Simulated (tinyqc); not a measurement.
Round nanowire with a gate all round, subbands and threshold shift from confinement: two steps of the calculation.

Undoped body with a flat potential across it, hard walls, transport along x. One isotropic valley (g = 1, mx = my = mz = me). Non-parabolicity enters the subband edges through E (1 + al E) = gamma, so E = 2 gamma/(1 + sqrt(1 + 4 al gamma)); motion within a subband is taken as parabolic with the band-edge mass. Energies are counted from the bulk band edge.

Values chosen for this exercise; masses close to those of In0.53Ga0.47As:
```
symbol,value,unit,meaning
T,300,K,temperature
me,0.0408,m0,mass at the band edge
al,1.2,1/eV,non-parabolicity
t,6.3,nm,diameter
dl,0.2,nm,widening of the box by penetration into the insulator
```

Constants: q = 1.602176634e-19 C, kB = 1.380649e-23 J/K, hbar = 1.054571817e-34 J s, m0 = 9.1093837015e-31 kg, Vt = kB T/q, hbar^2/(2 m0) = 0.0380998212 eV nm^2. Results are converted to the units shown.

Task 1. Lowest subbands. gamma = C (2 z/(t + dl))^2 (1/my + 1/mz)/2, z the zeros of the Bessel functions J_l (2.404826, 3.831706, 5.135622, 5.520078, ...), twofold for l > 0; the mean inverse mass is an approximation for anisotropic valleys, C = hbar^2/(2 m0). List the 4 lowest, labelled by quantum numbers, with degeneracy g and N_k: N_k = g sqrt(2 mx m0 kB T/(pi hbar^2)).

Wanted: E_k; g; N_k.

Result 1.

```
subband  E_k (eV)  g  N_k (cm^-1)
0,1        0.3577  1      9.387e5
1,1        0.7037  2      1.877e6
2,1         1.038  2      1.877e6
0,2         1.139  1      9.387e5
```

Task 2. Threshold shift. Each subband has N_k = g sqrt(2 mx m0 kB T/(pi hbar^2)); without degeneracy n = exp(EF/Vt) sum N_k exp(-E_k/Vt). Classical value Nc times pi t^2/4, Nc = sum over valleys of 2 g (m m0 kB T/(2 pi hbar^2))^1.5 with m = (mx my mz)^(1/3). Threshold shift dVT = Vt ln(classical value/sum N_k exp(-E_k/Vt)). Use the subbands listed.

```
subband    E_k (eV)  N_k (cm^-1)
0,1      0.35772477  9.3873011e5
1,1      0.70373148  1.8774602e6
2,1       1.0382344  1.8774602e6
0,2       1.1385033  9.3873011e5
```

Give: shares; sum N_k exp(-E_k/Vt); Nc; classical value; dVT.

Result 2.

shares, subband 0,1 to 0,2 (%): [100.0, 0.0, 0.0, 0.0]
sum N_k exp(-E_k/Vt) = 0.9184 cm^-1
Nc = 2.068e17 cm^-3
classical value = 6.447e4 cm^-1
dVT = 288.5 mV

Range of the model: Non-parabolicity also makes carriers heavier within each subband, which is left out, so densities of states are understated at high energy.

tinyqc, about 0.1 s, one thread, Intel Xeon 2.30GHz (shared host): `OMP_NUM_THREADS=1 python tinyqc.py 2350057 2350058 out.jsonl`
